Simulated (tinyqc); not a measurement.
## Resistance of a tapered via with liner, size effect and interface: via resistance against the liner on the sidewall

A round via whose diameter grows from db at the bottom as D(z) = db + 2 z/tan(ang). The fill, of diameter D - 2 tl, starts above the bottom liner (thickness fb tl) and has rho = rho0 (1 + ks lam/(D - 2 tl)); the sidewall liner conducts in parallel with it. The bottom liner and the interface are crossed over the full area pi db^2/4. Spreading in the lines above and below is left out.

Slices between z0 = fb tl and hv, evaluated at their midpoints: conductance per length pi/4 [(D - 2 tl)^2/rho + (D^2 - (D - 2 tl)^2)/rl], slice resistance = slice height over that. 2000 slices. R_fill = sum of the slices; R_bottom = rl fb tl/(pi db^2/4); R_interface = ri/(pi db^2/4); ballistic (Sharvin) limit 1/(Sb pi (db - 2 tl)^2/4); ideal cylinder rho0 hv/(pi db^2/4).

Values chosen for this exercise; fill metal close to tungsten: diameter at the bottom db = 21 nm; height hv = 47 nm; sidewall angle ang = 87 degrees; bulk resistivity of the fill rho0 = 5.42 uohm cm; mean free path of the fill lam = 15.5 nm; size-effect factor ks = 1.4; liner at the bottom over that on the sidewall fb = 0.5; resistivity of the liner rl = 470 uohm cm; interface resistivity at the bottom ri = 2.1e-12 ohm cm^2; ballistic conductance per area, about 3/(4 rho0 lam) Sb = 9.1e14 S/m^2.

The same in every row: R_interface (ohm) = 0.6063.

Via resistance against the liner on the sidewall:

| tl (nm) | R_fill (ohm) | R_bottom (ohm) | R (ohm) | ballistic limit (ohm) | R over ideal cylinder | largest part |
|---|---|---|---|---|---|---|
| 0 | 11.53 | 0 | 12.13 | 3.173 | 1.650 | fill |
| 0.6 | 13.02 | 4.071 | 17.70 | 3.569 | 2.406 | fill |
| 1.1 | 14.49 | 7.463 | 22.56 | 3.959 | 3.067 | fill |
| 1.7 | 16.59 | 11.53 | 28.73 | 4.517 | 3.907 | fill |
| 2.3 | 19.18 | 15.61 | 35.39 | 5.202 | 4.812 | fill |
| 2.9 | 22.39 | 19.68 | 42.68 | 6.056 | 5.802 | fill |
| 3.4 | 25.70 | 23.07 | 49.37 | 6.939 | 6.713 | fill |
| 4 | 30.67 | 27.14 | 58.41 | 8.279 | 7.942 | fill |

R rises from 12.1 to 58.4 ohm. The fill is the largest part at tl = 0 and in all other rows. The share of the two bottom terms goes from 5.00 to 47.5 %.

Program tinyqc, `OMP_NUM_THREADS=1 python tinyqc.py 2750077 2750078 out.jsonl`; Intel Xeon 2.30GHz, shared host, one thread, about 0.01 s.
